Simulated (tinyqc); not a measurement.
From results back to parameters: five-level k.p model folded onto the conduction band. Two cases, with inputs chosen for the exercise.

Problem. The levels are known; the mass and the g factor at E = Eg are given. Find Ep and Ep2.

Second-order sums for the lowest conduction level at E: 1/m = 1 + Cm + (Ep/3)(2/E + 1/(E + Dso)) - (Ep2/3)(2/(E7 + D2 - E) + 1/(E7 - E)); g/2 = 1 + Cg - (Ep/3)(1/E - 1/(E + Dso)) - (Ep2/3)(1/(E7 - E) - 1/(E7 + D2 - E)). E is counted from the top of the valence band; E = Eg at the edge.

Case 1.

Values chosen (near those of InSb; shifted at random, so the results belong to these values and not to a real crystal):
- Eg = 0.239 eV (gap at Gamma to the s-like level)
- Dso = 0.813 eV (spin-orbit splitting)
- E7 = 3.18 eV (upper Gamma7 conduction level, from the valence top)
- D2 = 0.36 eV (its spin-orbit splitting, Gamma8 above Gamma7)
- Cm = -1 (remote term in 1/m)
- Cg = -0.02 (remote term in g/2)

m = 0.01422485 m0
g = -48.190371

Case 2.

Values chosen (near those of GaSb; shifted at random, so the results belong to these values and not to a real crystal):
- Eg = 0.792 eV (gap at Gamma to the s-like level)
- Dso = 0.805 eV (spin-orbit splitting)
- E7 = 3.24 eV (upper Gamma7 conduction level, from the valence top)
- D2 = 0.3 eV (its spin-orbit splitting, Gamma8 above Gamma7)
- Cm = -2.1 (remote term in 1/m)
- Cg = 0 (remote term in g/2)

m = 0.03909214 m0
g = -9.233455

Find: coefficients of (Ep, Ep2); right-hand sides 1/m - 1 - Cm and 1 + Cg - g/2; Ep, Ep2.

Solution. Both sums are linear in Ep and Ep2, so two equations fix them.

Case 1.

coefficients of (Ep, Ep2) (1/eV):
```
         1         2
1  3.10626  -0.31530
2  1.07784   0.01236
```

right-hand sides 1/m - 1 - Cm and 1 + Cg - g/2: 70.2995  25.0752

Ep, Ep2 (eV): 23.20  5.60

Case 2.

coefficients of (Ep, Ep2) (1/eV):
```
         1         2
1  1.05048  -0.37877
2  0.21215   0.01487
```

right-hand sides 1/m - 1 - Cm and 1 + Cg - g/2: 26.6806  5.6167

Ep, Ep2 (eV): 26.30  2.50

Computed by tinyqc, one run a case: `OMP_NUM_THREADS=1 python tinyqc.py N N+1 out.jsonl` with N = 1050589, 1050625; one thread of a shared Intel(R) Xeon(R) Processor @ 2.30GHz, about 0.01 s a run at most.
